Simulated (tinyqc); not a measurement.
Undoped symmetric double-gate MOSFET, analytic potential model: course of the iteration: beta at the source by Newton steps in z = ln(tan beta).

An undoped body of thickness ts between two equal insulators and tied gates; long channel, electrons only, n = ni exp((psi - V)/Vt) with V the quasi-Fermi potential (0 at the source, Vd at the drain), constant mobility, no quantisation. Across the body psi(x) = V - 2 Vt ln[(ts/(2 beta)) sqrt(q ni/(2 eps0 eps_r Vt)) cos(2 beta x/ts)], x from the centre. Q is the electron charge per area of the whole body.

With V = 0, t = exp(z), beta = arctan(t): f = ln(beta) + (1/2) ln(1 + t^2) + 2 r beta t - (Vg - V0)/(2 Vt); with c = t/(1 + t^2), df/dz = c/beta + t c + 2 r t (c + beta); z(new) = z - f/(df/dz).

Stop when z changes by less than 1e-11, or after 60 iterations.

Parameters, values chosen for the exercise:
```
symbol,value,unit,meaning
T,300,K,temperature
Vg,0.32,V,gate voltage
```

Constants: q = 1.602176634e-19 C, kB = 1.380649e-23 J/K, Vt = kB T/q. Results are converted to the units shown.

z at the start = -1
r = 0.922922
V0 = 0.319864 V

Course of the iteration:
```
iteration,z,|change|
1,-0.504300,0.496
2,-0.572356,0.0681
3,-0.574465,2.11e-3
4,-0.574467,1.91e-6
5,-0.574467,1.55e-12
```

Did this iteration meet its convergence test, and what does its course show?

Yes. Converged in 5 iterations. At the end the number of correct digits about doubles with each step.

Range of the model: In a body this thin, quantum confinement raises the threshold; it is left out.

Computed by the program tinyqc: `OMP_NUM_THREADS=1 python tinyqc.py 2440116 2440117 out.jsonl`, one thread of a shared Intel Xeon 2.30GHz, about 0.03 s for the whole run.
